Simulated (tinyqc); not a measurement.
# Inputs raised by 10 %, one at a time

Model: velocity overshoot from momentum and energy balance equations after a field step. Computed by tinyqc, a small Python program. Command: `OMP_NUM_THREADS=1 python tinyqc.py 3027648 3027649 out.jsonl overshoot sens`. One thread of a shared host (Intel(R) Xeon(R) Processor @ 2.30GHz), about 0.07 s of CPU time with the checks.

At t = 0 the field jumps from 0 to F in a uniform sample. v is the drift velocity and u = w - (3/2) k_B T the excess energy per carrier.

Inputs (values chosen for the exercise, modelled on electrons in germanium except for tau_E):
```
quantity                      value        unit
effective mass m               0.12         m_0
low-field mobility mu_0        4100  cm^2/(V s)
saturation velocity v_s        0.61    1e7 cm/s
energy relaxation time tau_E   0.39          ps
field after the step F           10       kV/cm
lattice temperature T           300           K
time step dt                      2          fs
```

Scheme: explicit Euler.

Constants: m_0 = 9.1093837015e-31 kg; e = 1.602176634e-19 C; k_B = 8.617333262e-05 eV/K.

Method:
- dv/dt = e F/m - v/tau_m(u), du/dt = e F v - u/tau_E, tau_m(u) = tau_0/(1 + c u), tau_0 = m mu_0/e, c = mu_0/(e tau_E v_s^2); this choice gives the steady state v (1 + mu_0 F v/v_s^2) = mu_0 F, which saturates at v_s. Steady velocity v = 2 mu_0 F/(1 + sqrt(1 + 4 (mu_0 F/v_s)^2)); u = e F v tau_E; carrier temperature T + 2u/(3 k_B), neglecting the drift energy m v^2/2.
- Step: v_new = v + dt (e F/m - v/tau_m(u)), u_new = u + dt (e F v - u/tau_E). Start v = u = 0; the distance adds dt (v + v_new)/2.
- Run to 8 times the larger of tau_E and tau_0, but at most 20001 steps, and stop early if |v| > 1000 v_s or u < -1/(2c); the run is accepted if the last v is within 0.5 % of the steady value.

Runs; columns: (1) input moved; (2) from; (3) to; (4) peak velocity (1e7 cm/s); (5) peak over steady velocity; (6) steady velocity (1e7 cm/s); (7) steady carrier temperature (K):
```
(1)                                    (2)    (3)    (4)    (5)     (6)    (7)
base run                                 -      -  1.161  2.051  0.5663  470.9
effective mass m (m_0)                0.12  0.132  1.133  2.000  0.5663  470.9
low-field mobility mu_0 (cm^2/(V s))  4100   4510  1.180  2.069  0.5701  472.0
saturation velocity v_s (1e7 cm/s)    0.61  0.671  1.225  1.981  0.6183  486.6
energy relaxation time tau_E (ps)     0.39  0.429  1.190  2.101  0.5663  488.0
field after the step F (kV/cm)          10     11  1.211  2.123  0.5701  489.2
```

Exponents ln(y'/y) / ln(x'/x):
```
input                         peak velocity  peak over steady velocity  steady velocity  steady carrier temperature
effective mass m                     -0.265                     -0.265            0.000                       0.000
low-field mobility mu_0               0.164                      0.093            0.071                       0.026
saturation velocity v_s               0.561                     -0.361            0.922                       0.344
energy relaxation time tau_E          0.255                      0.255            0.000                       0.374
field after the step F                0.434                      0.363            0.071                       0.401
```

Which inputs matter most for each result?

Among the inputs moved here: peak velocity answers most in size to saturation velocity v_s (exponent +0.561), next to field after the step F (+0.434). Peak over steady velocity answers most in size to field after the step F (exponent +0.363), and about equally to saturation velocity v_s (-0.361). Steady velocity answers most in size to saturation velocity v_s (exponent +0.922), next to low-field mobility mu_0 (+0.071); its exponent is below 0.0005 for effective mass m, energy relaxation time tau_E. Its exponent 0.000 in energy relaxation time tau_E: c is tied to tau_E so that the steady curve is fixed. Steady carrier temperature answers most in size to field after the step F (exponent +0.401), next to energy relaxation time tau_E (+0.374); its exponent is below 0.0005 for effective mass m.

Extremes, crossings and ranges named in words are read from the listed rows.
